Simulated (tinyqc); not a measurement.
Thin-body transistor below threshold, two-dimensional Poisson equation on a small mesh: course of the iteration: over-relaxation sweep (omega = 1.5).

A thin body on a thick buried insulator of low permittivity, taken as carrying no normal field at the bottom of the body (row 0). Mobile charge is neglected (subthreshold), the body is fully depleted, and potentials are counted from the intrinsic level; rows run upward to the gate, columns from source to drain.

Mesh: rows i = 0..3 in the semiconductor (step hs = tb/3, row 3 on the interface), then 2 step(s) ho = tox/2 up to the gate row 5; columns j = 0..7 (step hy = L/7). Box integration, divided by eps0: up_i = eps hy/h of the interval above row i, dn_i = that of the interval below (0 for row 0), lat_i = (sum of eps h/2 over the intervals above and below)/hy, s_i = -q Na w_i hy/eps0 with w_i the semiconductor height of the box (hs/2 for row 0 and the interface row, hs between, 0 in the insulator). Each free node obeys (up + dn + 2 lat) psi = up psi(above) + dn psi(below) + lat [psi(left) + psi(right)] + s.

Free nodes: rows 0..4, columns 1..6, taken row by row from row 0, left to right. t = (up psi(above) + dn psi(below) + lat [psi(left) + psi(right)] + s)/(up + dn + 2 lat), with the newest neighbours; psi(new) = psi + 1.5 (t - psi).

Stop when the largest change of psi is below 1e-7 V, or after 400 iterations. Fixed values: gate row Vg - Vfb; column 0 at Vbi and the last column at Vbi + Vd in the semiconductor, each running linearly to Vg - Vfb across the insulator.

Values chosen for this exercise; semiconductor permittivity close to that of germanium: relative permittivity of the semiconductor eps_r = 15.8; relative permittivity of the insulator eox = 25; body thickness tb = 6 nm; insulator thickness tox = 3.4 nm; channel length L = 27 nm; acceptor density of the depleted body Na = 0 cm^-3; potential of the source Vbi = 0.5 V; gate offset Vfb = -0.04 V; gate voltage Vg = 0.1 V; drain voltage Vd = 0.5 V.

Constants: q = 1.602176634e-19 C, eps0 = 8.8541878128e-14 F/cm where lengths are in cm. Results are converted to the units shown.

psi at the start (fixed values on the edges, free nodes at zero) (V):

|  | j=0 | j=1 | j=2 | j=3 | j=4 | j=5 | j=6 | j=7 |
|---|---|---|---|---|---|---|---|---|
| row 0 | 0.50000 | 0.00000 | 0.00000 | 0.00000 | 0.00000 | 0.00000 | 0.00000 | 1.00000 |
| row 1 | 0.50000 | 0.00000 | 0.00000 | 0.00000 | 0.00000 | 0.00000 | 0.00000 | 1.00000 |
| row 2 | 0.50000 | 0.00000 | 0.00000 | 0.00000 | 0.00000 | 0.00000 | 0.00000 | 1.00000 |
| row 3 | 0.50000 | 0.00000 | 0.00000 | 0.00000 | 0.00000 | 0.00000 | 0.00000 | 1.00000 |
| row 4 | 0.32000 | 0.00000 | 0.00000 | 0.00000 | 0.00000 | 0.00000 | 0.00000 | 0.57000 |
| row 5 | 0.14000 | 0.14000 | 0.14000 | 0.14000 | 0.14000 | 0.14000 | 0.14000 | 0.14000 |

| row | up | dn | lat | s (V) |
|---|---|---|---|---|
| 0 | 30.4714 | 0 | 4.09630 | 0 |
| 1 | 30.4714 | 30.4714 | 8.19259 | 0 |
| 2 | 30.4714 | 30.4714 | 8.19259 | 0 |
| 3 | 56.7227 | 30.4714 | 9.60556 | 0 |
| 4 | 56.7227 | 56.7227 | 11.0185 | 0 |

Course of the iteration:

| iteration | psi at row 0, j = 3 (V) | largest \|change\| of one entry (V) |
|---|---|---|
| 1 | 0.00200677 | 0.338 |
| 2 | 0.0146790 | 0.224 |
| 3 | 0.0398698 | 0.158 |
| 4 | 0.0621532 | 0.132 |
| 5 | 0.145045 | 0.126 |
| 6 | 0.183889 | 0.0709 |
| 7 | 0.217921 | 0.0456 |
| 8 | 0.248823 | 0.0309 |
| 9 | 0.259507 | 0.0170 |
| ... | ... | ... |
| 19 | 0.258225 | 2.71e-5 |
| 20 | 0.258224 | 1.25e-5 |
| 21 | 0.258224 | 1.69e-6 |
| 22 | 0.258225 | 2.18e-6 |
| 23 | 0.258226 | 7.67e-7 |
| 24 | 0.258226 | 1.13e-6 |
| 25 | 0.258226 | 2.30e-7 |
| 26 | 0.258226 | 1.44e-7 |
| 27 | 0.258226 | 7.21e-8 |

Did this iteration meet its convergence test, and what does its course show?

Yes. Converged in 27 iterations. The changes do not fall evenly; from iteration 22 to 27 they shrink by a factor of 2.0 a step on average.

Computed by the program tinyqc: `OMP_NUM_THREADS=1 python tinyqc.py 2480101 2480102 out.jsonl`, one thread of a shared Intel Xeon 2.30GHz, about 0.1 s for the whole run.
